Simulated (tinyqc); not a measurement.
Changing the dose Q: ion implantation: universal nuclear stopping, Lindhard-Scharff electronic stopping and a Gaussian range profile. Computed by tinyqc, a small Python program. Command: `OMP_NUM_THREADS=1 python tinyqc.py 3026849 3026850 out.jsonl implant sweep`. One thread of a shared host (Intel(R) Xeon(R) Processor @ 2.30GHz), about 0.1 s of CPU time with the checks.

An ion slows by elastic collisions with screened nuclei and by friction with electrons; channelling is ignored and the target is uniform.

Inputs (values chosen for the exercise, modelled on antimony ions in copper):
```
quantity                                 value    unit
ion atomic number Z1                        51       -
ion mass M1                                121       u
target atomic number Z2                     29       -
target mass M2                           63.55       u
target density N                          84.9  1/nm^3
ion energy E                                65     keV
scale factor of electronic stopping k      1.3       -
background C_B                         3.8e+15  1/cm^3
displacement energy E_d                     30      eV
```

Method:
- Reduced energy eps = 32.53 M2 E/(Z1 Z2 (M1 + M2)(Z1^0.23 + Z2^0.23)), E in keV; s_n = ln(1 + 1.1383 eps)/(2 (eps + 0.01321 eps^0.21226 + 0.19593 eps^0.5)) for eps up to 30 and ln(eps)/(2 eps) above; S_n = 8.462 Z1 Z2 M1 s_n/((M1 + M2)(Z1^0.23 + Z2^0.23)) in 1e-15 eV cm^2.
- S_e = k 3.83 Z1^(7/6) Z2/(Z1^(2/3) + Z2^(2/3))^(3/2) sqrt(E/M1) in 1e-15 eV cm^2, E in keV.
- Path length R = int_0^E dE'/(N (S_n + S_e)); energy lost to nuclei nu = int_0^E S_n/(S_n + S_e) dE' (both with E' = E y^3 and 64 Gauss-Legendre points in y).
- Estimates of Lindhard type: R_p = R/(1 + M2/(3 M1)), straggle dR_p = (2/3) R_p sqrt(M1 M2)/(M1 + M2).
- C(x) = C_p exp(-(x - R_p)^2/(2 dR_p^2)) with C_p = Q/(sqrt(2 pi) dR_p), 1 nm = 1e-7 cm; the profile falls to the background at x_j = R_p + dR_p sqrt(2 ln(C_p/C_B)); the peak atomic fraction is C_p/N.
- Kinchin-Pease count with efficiency 0.8: N_d = 0.8 nu/(2 E_d), taking all of nu as damage energy (an upper estimate, as recoils also lose energy to electrons). Spread over a depth R_p + dR_p, displacements per atom = Q N_d/(N (R_p + dR_p)).

One run for each value:
```
dose Q (1/cm^2)  depth x_j where C falls to C_B (nm)  peak concentration C_p (1/cm^3)  displacements per atom
1.00e+12                                      30.695                       8.3722e+17              4.5567e-03
3.70e+12                                      32.490                       3.0977e+18              1.6860e-02
1.40e+13                                      34.144                       1.1721e+19              6.3794e-02
5.20e+13                                      35.644                       4.3535e+19              2.3695e-01
1.90e+14                                      37.026                       1.5907e+20              8.6577e-01
7.20e+14                                      38.362                       6.0280e+20              3.2808e+00
2.70e+15                                      39.615                       2.2605e+21              1.2303e+01
1.00e+16                                      40.797                       8.3722e+21              4.5567e+01
```

Describe and explain the trends.

Over the rows, depth x_j where C falls to C_B (nm) rises from 30.7 to 40.8 (exponent d ln y / d ln x 0.043 between the first rows and 0.022 between the last); peak concentration C_p (1/cm^3) rises from 8.37e17 to 8.37e21 (exponent d ln y / d ln x about 1.0 throughout); displacements per atom rises from 0.00456 to 45.6 (exponent d ln y / d ln x about 1.0 throughout). The exponent of peak concentration C_p stays at 1: the profile scales with dose. The exponent of displacements per atom stays at 1: cascades are counted independently. The dose enters x_j only through the root of a logarithm.

Caution (rows 5.20e13, 1.90e14, 7.20e14, 2.70e15, 1.00e16): above a few tenths of a displacement per atom cascades overlap, so the count overstates new damage; heavy ions turn silicon and germanium amorphous at such levels, while light ions such as boron and metal targets anneal much of the damage. Caution (rows 1.00e16): the peak exceeds 5 atomic %, where sputtering and the changed target matter.

Extremes, crossings and ranges named in words are read from the listed rows.
